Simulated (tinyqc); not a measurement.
Worked calculation: empirical pseudopotential in a few plane waves. Computed by tinyqc, a small Python program that keeps every step. Settings: plane-wave index or count = 15. Command: `OMP_NUM_THREADS=1 python tinyqc.py 27487 27488 out.jsonl` (the two numbers bound the seeds that draw the settings). One thread of a shared host (Intel(R) Xeon(R) Processor @ 2.60GHz), about 0.2 s of CPU time with the checks.

## Bloch Hamiltonian at G

Parameters chosen for this model: fcc lattice, atoms at +/- a/8 (1,1,1); form factors in rydberg at |G|^2 in units of (2 pi/a)^2:
```
parameter,value,unit
a,6.400000,angstrom
VS(3),-0.224000,Ry
VS(8),0.037000,Ry
VS(11),0.037000,Ry
VA(3),0.120000,Ry
VA(4),0.092000,Ry
VA(11),0.035000,Ry
hbar^2/2m (2 pi/a)^2,3.672169,eV
```

k point G (2 pi / a): 0  0  0

Basis: the 15 shortest G (labels in 2 pi/a), the same at every k. H(G,G') = c |k + G|^2 delta + VS(|G-G'|^2) cos((G-G').tau) + i VA sin((G-G').tau), tau = a/8 (1,1,1); 1 Ry = 13.605693 eV.

H(k) at G (eV), lower triangle (Hermitian):
```
,+0+0+0,-1-1-1,-1-1+1,-1+1-1,-1+1+1,+1-1-1,+1-1+1,+1+1-1,+1+1+1,-2+0+0,+0-2+0,+0+0-2,+0+0+2,+0+2+0,+2+0+0
+0+0+0,0.000000
-1-1-1,2.155032-1.154481i,11.016508
-1-1+1,-2.155032-1.154481i,0.000000+1.251724i,11.016508
-1+1-1,-2.155032-1.154481i,0.000000+1.251724i,0.503411,11.016508
-1+1+1,-2.155032+1.154481i,-0.503411,0.000000+1.251724i,0.000000+1.251724i,11.016508
+1-1-1,-2.155032-1.154481i,0.000000+1.251724i,0.503411,0.503411,0.000000,11.016508
+1-1+1,-2.155032+1.154481i,-0.503411,0.000000+1.251724i,0.000000,0.503411,0.000000+1.251724i,11.016508
+1+1-1,-2.155032+1.154481i,-0.503411,0.000000,0.000000+1.251724i,0.503411,0.000000+1.251724i,0.503411,11.016508
+1+1+1,2.155032+1.154481i,0.000000,-0.503411,-0.503411,0.000000+1.251724i,-0.503411,0.000000+1.251724i,0.000000+1.251724i,11.016508
-2+0+0,0.000000-1.251724i,-2.155032+1.154481i,-2.155032-1.154481i,-2.155032-1.154481i,2.155032-1.154481i,0.355965-0.336724i,-0.355965-0.336724i,-0.355965-0.336724i,-0.355965+0.336724i,14.688678
+0-2+0,0.000000-1.251724i,-2.155032+1.154481i,-2.155032-1.154481i,0.355965-0.336724i,-0.355965-0.336724i,-2.155032-1.154481i,2.155032-1.154481i,-0.355965-0.336724i,-0.355965+0.336724i,0.503411,14.688678
+0+0-2,0.000000-1.251724i,-2.155032+1.154481i,0.355965-0.336724i,-2.155032-1.154481i,-0.355965-0.336724i,-2.155032-1.154481i,-0.355965-0.336724i,2.155032-1.154481i,-0.355965+0.336724i,0.503411,0.503411,14.688678
+0+0+2,0.000000+1.251724i,-0.355965-0.336724i,2.155032+1.154481i,-0.355965+0.336724i,-2.155032+1.154481i,-0.355965+0.336724i,-2.155032+1.154481i,0.355965+0.336724i,-2.155032-1.154481i,-0.503411,-0.503411,0.000000,14.688678
+0+2+0,0.000000+1.251724i,-0.355965-0.336724i,-0.355965+0.336724i,2.155032+1.154481i,-2.155032+1.154481i,-0.355965+0.336724i,0.355965+0.336724i,-2.155032+1.154481i,-2.155032-1.154481i,-0.503411,0.000000,-0.503411,0.503411,14.688678
+2+0+0,0.000000+1.251724i,-0.355965-0.336724i,-0.355965+0.336724i,-0.355965+0.336724i,0.355965+0.336724i,2.155032+1.154481i,-2.155032+1.154481i,-2.155032+1.154481i,-2.155032-1.154481i,0.000000,-0.503411,-0.503411,0.503411,0.503411,14.688678
```

## Levels at G

Diagonalise the Hermitian matrix.

eigenvalues (eV): -5.704342  6.260914  6.260914  6.260914  9.001156  11.353178  11.353178  11.353178  13.681856  13.681856  16.642699  18.100782  18.100782  18.100782  21.816288

## Bands along a path

The same steps at evenly spaced points between the labelled ones.

Bands along the path (eV), lowest eight:
```
k,band 1,band 2,band 3,band 4,band 5,band 6,band 7,band 8
L,-4.580989,3.096601,6.116839,6.116839,9.912658,11.621914,11.621914,15.823631
L-G 0.20,-4.909676,3.436540,6.028165,6.028165,9.823867,11.587903,11.587903,14.915825
L-G 0.40,-5.224039,4.070849,6.043010,6.043010,9.854170,11.675256,11.675256,13.339883
L-G 0.60,-5.480566,4.908733,6.125183,6.125183,9.832115,11.680978,11.680978,12.038001
L-G 0.80,-5.646896,5.789368,6.219158,6.219158,9.407351,11.430977,11.478137,11.478137
G,-5.704342,6.260914,6.260914,6.260914,9.001156,11.353178,11.353178,11.353178
G-X 0.20,-5.627737,5.798441,6.119616,6.119616,9.591433,11.097549,11.695605,11.695605
G-X 0.40,-5.405846,4.960173,5.813265,5.813265,10.370187,10.817573,12.600241,12.600241
G-X 0.60,-5.063648,4.159956,5.532176,5.532176,9.949107,10.817897,13.381277,13.867283
G-X 0.80,-4.646001,3.523502,5.397077,5.397077,9.634967,10.466062,15.136560,15.375694
X,-4.217581,3.143424,5.469711,5.469711,9.626420,10.392198,17.082119,17.082119
```

With 4 band(s) filled, the highest filled level on these points lies at G and the lowest empty one at G: a gap of 2.7402 eV, direct. This holds for the small fixed basis; with all plane waves up to |k + G|^2 = 21 (2 pi/a)^2 the gap along the path is 2.27 eV.

## Convergence with the number of plane waves

Levels at G counted from the fourth one.

Levels (eV):
```
plane waves,level 1,level 5,level 8
9,-12.971682,2.503448,2.859022
15,-11.965255,2.740242,5.092264
27,-10.927272,2.307707,5.723773
51,-10.552273,2.204294,5.934942
59,-10.487663,2.251795,5.732508
65,-10.467233,2.247526,5.717782
89,-10.457697,2.248333,5.726605
```
